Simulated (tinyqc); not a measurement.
Worked calculation: binary melting diagram from solution models of liquid and solid. Computed by tinyqc, a small Python program that keeps every step. Command: `OMP_NUM_THREADS=1 python tinyqc.py 3001642 3001643 out.jsonl melt walk`. One thread of a shared host (Intel(R) Xeon(R) Processor @ 2.30GHz), about 0.01 s of CPU time with the checks. Intermediate numbers are printed to about 7 digits and carried at full precision; extremes and crossings named in words are read from the listed rows.

x is the fraction of B. In a phase with interaction L: mu_A = G_A + R T ln(1 - x) + L x^2, mu_B = G_B + R T ln x + L (1 - x)^2. Melting: G(liquid) - G(solid) = H (1 - T/T_m) for each pure component.

Inputs (values chosen for the exercise, for a model alloy): melting point T_A = 1815 K; melting point T_B = 1230 K; heat of melting H_A = 20 kJ/mol; heat of melting H_B = 27.3 kJ/mol; liquid interaction L_L = 0.93 kJ/mol; solid interaction L_S = 3.6 kJ/mol; position of T, (T - T_A)/(T_B - T_A) = 0.37; dilute content c0 of B = 0.0012; growth number V delta/D = 1.1.

Diagram: complete solid solution (lens).

Constants: R = 8.314462618 J/(mol K).

## Temperature and melting free energies

T = T_A + u (T_B - T_A). The ideal solution has k_A = exp(dG_A/(R T)) = (1 - xs)/(1 - xl) and k_B = exp(dG_B/(R T)) = xs/xl, so xl = (1 - k_A)/(k_B - k_A).

T = 1598.55 K

dG_A = 2.385124 kJ/mol

dG_B = -8.180012 kJ/mol

ideal liquidus xl = 0.2995625

ideal solidus xs = 0.1618827

## Tie line by Newton steps

Equal potentials: F_A = dG_A + R T ln[(1 - xl)/(1 - xs)] + L_L xl^2 - L_S xs^2 = 0, F_B = dG_B + R T ln(xl/xs) + L_L (1 - xl)^2 - L_S (1 - xs)^2 = 0. Newton steps from the ideal values with the exact Jacobian, halved if x would leave (0, 1); stop below 1e-12, residuals under 1e-7 shown as 0.

Iteration:
```
step         xl         xs   F_A (kJ/mol)   F_B (kJ/mol)
1     0.2995625  0.1618827  -1.088558e-02  -2.072516e+00
2     0.2588507  0.1115888  -6.167563e-03   6.729738e-01
3     0.2658627  0.1206682  -1.508011e-04   3.670390e-02
4     0.2663094  0.1212310  -6.930482e-07   1.244191e-04
5     0.2663109  0.1212329              0              0
6     0.2663109  0.1212329              0              0
```

liquidus xl = 0.2663109

solidus xs = 0.1212329

The interactions move the liquidus by -0.0333 and the solidus by -0.0406; the lens is 1.05 times as wide as the ideal one here.

## Dilute B in A: partition coefficient and slope

At T_A, k0 = exp[(dG_B(T_A) + L_L - L_S)/(R T_A)]; van 't Hoff: m_L = -R T_A^2 (1 - k0)/H_A per unit fraction. Burton-Prim-Slichter: k_eff = k0/[k0 + (1 - k0) exp(-V delta/D)]. Freezing range of c0: |m_L| c0 |1 - k0|/k0.

partition coefficient k0 = 0.3543983

liquidus slope m_L = -884.1422 K

effective coefficient k_eff = 0.6225154

freezing range = 1.932753 K

k0 < 1: the solid rejects B and B lowers the melting point. Faster growth moves k_eff towards 1.

## Solute along a frozen bar

For the solid at frozen fraction f, relative to c0. Lever rule: k0/[1 - (1 - k0) f]. Scheil (no diffusion in the solid, mixed liquid): k (1 - f)^(k - 1), with k0 and with k_eff. One zone pass with a zone a tenth of the bar long: 1 - (1 - k0) exp(-10 k0 f).

Ratio c_s/c0:
```
f    lever rule  Scheil, k0  Scheil, k_eff  one zone pass
0.0   0.3543983    0.354398       0.622515      0.3543983
0.1   0.3788574    0.379344       0.647773      0.5470488
0.3   0.4395259    0.446166       0.712235      0.7770410
0.5   0.5233295    0.554418       0.808694      0.8902515
0.7   0.6466192    0.771015       0.980683      0.9459778
0.8   0.7329568    1.001723       1.142880      0.9620983
0.9   0.8459032    1.567088       1.484686      0.9734083
```

All but the k_eff column start at k0 = 0.354. At f = 0.9 Scheil gives 1.57 against 0.846 for the lever rule, since the solid keeps what it took and the last liquid is richer in B. Scheil passes c0 at f = 0.799. Last over first value: 4.42 with k0 and 2.38 with k_eff, so faster growth gives the more even bar.

## The lens

The formulas are those given above.

Liquidus and solidus:
```
T (K)         xl         xs   ideal xl   ideal xs
1786   0.0331494  0.0120846  0.0371113  0.0161657
1698   0.1382608  0.0554116  0.1551075  0.0743190
1610   0.2510038  0.1124530  0.2822594  0.1503202
1522   0.3731062  0.1910294  0.4203440  0.2518743
1435   0.5065897  0.3047455  0.5700765  0.3893268
1347   0.6643167  0.4889711  0.7386214  0.5857641
1259   0.8843740  0.8237764  0.9302613  0.8747838
```

The lens is widest among these rows at 1435 K (0.202 in x, ideal 0.181). L_L - L_S = -2.7 kJ/mol, relative to the mixed solid, favours the mixed liquid, and the liquidus lies below the ideal one in every row.

Checks made by the program: tie line against the common tangent on 20001 points (relative difference 9e-05); k0 and m_L against a tie line 0.01 K from T_A (relative difference 1e-05).
